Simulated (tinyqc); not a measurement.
Six-transistor SRAM cell, nodal equations and margins: two steps of the calculation.

Two cross-coupled inverters (pull-down bn, pull-up bp) hold the nodes Q and QB; access transistors (ba, threshold VTn, gate on the word line at Vdd when selected) join them to the bit lines. Transistor (EKV form, voltages against the body): I = 2 n b Vt^2 [F(vp - Vs) - F(vp - Vd)] from drain to source, F(v) = ln^2(1 + exp(v/(2 Vt))), vp = (Vg - VT + sg |Vd - Vs|)/n. n-channel bodies are at 0; for the p-channel device all voltages are counted down from Vdd. b in uA/V^2 gives I in uA. For an access transistor the bit line is the drain and the node the source. In a read both bit lines are at Vdd. The cell is symmetric (no mismatch).

Values chosen for this exercise: temperature T = 293 K; supply voltage Vdd = 0.9 V; slope factor n = 1.19; drain-induced barrier lowering sg = 0.024; n-channel threshold VTn = 0.36 V; p-channel threshold (magnitude) VTp = 0.45 V; gain factor of the pull-down transistor bn = 160 uA/V^2; gain factor of the access transistor ba = 110 uA/V^2; gain factor of the pull-up transistor bp = 81 uA/V^2.

Constants: q = 1.602176634e-19 C, kB = 1.380649e-23 J/K, Vt = kB T/q. Results are converted to the units shown.

Question 1. Node voltages in a read by Newton steps. F1 = In(gate QB, drain Q) - Ip(gate QB, drain Q) - Ia(bit line, Q), F2 the same with Q and QB exchanged; J by central differences with +/- 1e-6 V; solve J d = -F, limit each component to +/- 0.15 V and add.

(Q, QB) at the start (V): Q 0.00000000, QB 0.90000000

Find: F1, F2; J; (Q, QB) after iteration 1.

Answer 1.

F1, F2 (uA): -14.58  0.00

J (uS):
```
        Q    QB
F1  149.4   0.0
F2    0.0  36.4
```

(Q, QB) after iteration 1 (V): Q 0.0976, QB 0.9000

Question 2. Read current and disturbance. Iread = Ia(bit line at Vdd, source Q); cell ratio bn/ba; time to pull a bit line of 20 fF down by 0.1 V at that current.

(Q, QB) (V): Q 0.11065975, QB 0.89999558

Find: Iread; cell ratio; time.

Answer 2.

Iread = 8.4391 uA
cell ratio = 1.4545
time = 236.99 ps

Computed by the program tinyqc: `OMP_NUM_THREADS=1 python tinyqc.py 2340016 2340017 out.jsonl`, one thread of a shared Intel Xeon 2.30GHz, about 0.1 s for the whole run.
